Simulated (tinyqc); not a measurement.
Inside a calculation: Brillouin zone and empty-lattice bands of the fcc structure. Values are carried at full precision from step to step, so a last printed digit may differ when a step is redone from the rounded ones.

Primitive vectors a (0,1/2,1/2), a (1/2,0,1/2), a (1/2,1/2,0); one atom. Reciprocal vectors obey a_i.b_j = 2 pi delta_ij; k is given in units of 2 pi/a. Empty-lattice levels are c0 (2 pi/a)^2 |k + G|^2, c0 = hbar^2/2m0. Points: X = (1, 0, 0), L = (0.5, 0.5, 0.5), K = (0.75, 0.75, 0), W = (1, 0.5, 0), U = (1, 0.25, 0.25).

Constants: hbar^2/2m0 = 3.80998211 eV angstrom^2; a0 (Bohr radius) = 0.5291772105 angstrom.

Parameters, chosen for this exercise (out of a larger set: lattice near that of Au; not measured data):

| symbol | value | unit | meaning |
|---|---|---|---|
| a | 4.065 | angstrom | lattice constant |
| Z | 1 |  | free electrons per atom |
| V1 | -0.22 | eV | atomic form factor on the shell that bounds the zone |

## Reciprocal lattice

Give b1, b2, b3, the cell volume, the zone volume (2 pi)^3/V and the energy unit c0 (2 pi/a)^2.

b1, b2, b3 as rows (2 pi/a):
```
         1        2        3
1  -1.0000   1.0000   1.0000
2   1.0000  -1.0000   1.0000
3   1.0000   1.0000  -1.0000
```

cell volume = 16.793 angstrom^3
zone volume = 14.7713 1/angstrom^3
energy unit = 9.1025 eV

## Shells of G and Bragg planes

List the first six shells of G with their number, the structure factor |sum over atoms of exp(i G.tau)|/(atoms per cell), and the distance |G|/2 of the Bragg plane from Gamma.

Shells:

| \|G\|^2 ((2 pi/a)^2) | number | structure factor | \|G\|/2 (2 pi/a) |
|---|---|---|---|
| 3.0000 | 8 | 1.0000 | 0.8660 |
| 4.0000 | 6 | 1.0000 | 1.0000 |
| 8.0000 | 12 | 1.0000 | 1.4142 |
| 11.0000 | 24 | 1.0000 | 1.6583 |
| 12.0000 | 8 | 1.0000 | 1.7321 |
| 16.0000 | 6 | 1.0000 | 2.0000 |

No structure factor vanishes among these shells.

## The free-electron sphere

n = Z/V, kF = (3 pi^2 n)^(1/3), EF = c0 kF^2, rs = (3/(4 pi n))^(1/3)/a0; compare kF with |k| of the points on the zone surface.

n = 0.05955 1/angstrom^3
kF = 0.7816 2 pi/a
EF = 5.561 eV
rs = 3.002

Points:

| point | \|k\| (2 pi/a) | kF/\|k\| | lowest level (eV) | levels below EF |
|---|---|---|---|---|
| X | 1.0000 | 0.782 | 9.103 | 0 |
| L | 0.8660 | 0.903 | 6.827 | 0 |
| K | 1.0607 | 0.737 | 10.240 | 0 |
| W | 1.1180 | 0.699 | 11.378 | 0 |
| U | 1.0607 | 0.737 | 10.240 | 0 |

The sphere lies wholly inside the first zone; it comes closest to the surface at L (90 % of the way). Free electrons ignore the d bands of this metal.

## Empty-lattice levels at Gamma, X and W

Give the five lowest values of |k + G|^2 with their degeneracy (spin not counted).

Levels:

| point | \|k + G\|^2 | degeneracy | E (eV) |
|---|---|---|---|
| Gamma | 0.0000 | 1 | 0.000 |
| Gamma | 3.0000 | 8 | 27.308 |
| Gamma | 4.0000 | 6 | 36.410 |
| Gamma | 8.0000 | 12 | 72.820 |
| Gamma | 11.0000 | 24 | 100.128 |
| X | 1.0000 | 2 | 9.103 |
| X | 2.0000 | 4 | 18.205 |
| X | 5.0000 | 8 | 45.513 |
| X | 6.0000 | 8 | 54.615 |
| X | 9.0000 | 10 | 81.923 |
| W | 1.2500 | 4 | 11.378 |
| W | 3.2500 | 4 | 29.583 |
| W | 5.2500 | 8 | 47.788 |
| W | 7.2500 | 12 | 65.993 |
| W | 9.2500 | 4 | 84.198 |

The lowest level is 2-fold at X and 4-fold at W: as many zones meet there, and these are the lowest sets at these points on which a weak potential acts.

## The gap at L

At L two waves k and k - G with G = 2k are degenerate at E0. With V = |V1| x structure factor of G the levels are E0 -/+ V, and the masses normal to the face are 1/(1 -/+ 2 E0/V).

structure factor = 1.0000
E0 = 6.827 eV

levels (eV): 6.607  7.047

masses normal to the face, lower and upper (m0): -0.0164  0.0159

EF of the free sphere, 5.56 eV, lies below the gap: the surface bulges towards the face without touching it (EF = c0 (3 pi^2 n)^(2/3) for 1 electron a cell; its shift by the potential is neglected). The noble metals have larger gaps at L, through their d bands, and necks there.

## Checks

- a_i.b_j/(2 pi) against the unit matrix: they agree to 1e-10 or better.

Program tinyqc; command `OMP_NUM_THREADS=1 python tinyqc.py 1850948 1850949 out.jsonl`; about 0.03 s on one thread of a shared Intel(R) Xeon(R) Processor @ 2.30GHz.
